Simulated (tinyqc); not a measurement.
Gas flow in a process chamber: flow regimes, conductance, effective pumping speed, pump-down, outgassing and purge: one step, computed by the program tinyqc. Command: `OMP_NUM_THREADS=1 python tinyqc.py 3121408 3121409 out.jsonl pump walk`. One thread of a shared host (Intel(R) Xeon(R) Processor @ 2.30GHz), about 0.07 s of CPU time with the checks.

Ideal gas, isothermal flow, a pump of constant speed at the end of a round pipe; process gas, volume gas and outgassing are given the same properties. 1 sccm = 101325 Pa x 1e-6 m^3/60 s x T/273.15 K.

Question. Molecular flow. Mean speed c = sqrt(8 k_B T/(pi m)); aperture conductance C_a = c pi d^2/16; molecular pipe C_m = C_a/(1 + 3 l/(4 d)) (Dushman form); viscous pipe C_v = pi d^4 p_mean/(128 eta l); Knudsen interpolation C = C_v + C_m (1 + x)/(1 + 1.24 x), x = d p_mean sqrt(m/(k_B T))/eta. Effective speed 1/S_eff = 1/S + 1/C_m; time constant V/S_eff; pressure at which the free path k_B T/(sqrt2 pi d_m^2 p) equals d.

Inputs (values chosen for the exercise, modelled on nitrogen near room temperature): molar mass M = 28.01 g/mol; molecular diameter = 0.37 nm; temperature T = 293 K; chamber volume V = 260 L; pipe diameter d = 10 cm; pipe length l = 48 cm; pump speed S = 98 L/s.

Constants: k_B = 1.380649e-23 J/K; u = 1.6605390666e-27 kg.

Give: mean speed c; C_a; C_m; S_eff in molecular flow; time constant; pressure where the free path equals d.

Answer.

mean speed c = 470.61 m/s

C_a = 924.05 L/s

C_m = 200.88 L/s

S_eff in molecular flow = 65.867 L/s

time constant = 3.9474 s

pressure where the free path equals d = 0.066509 Pa

The pipe passes on 67 % of the pump speed.
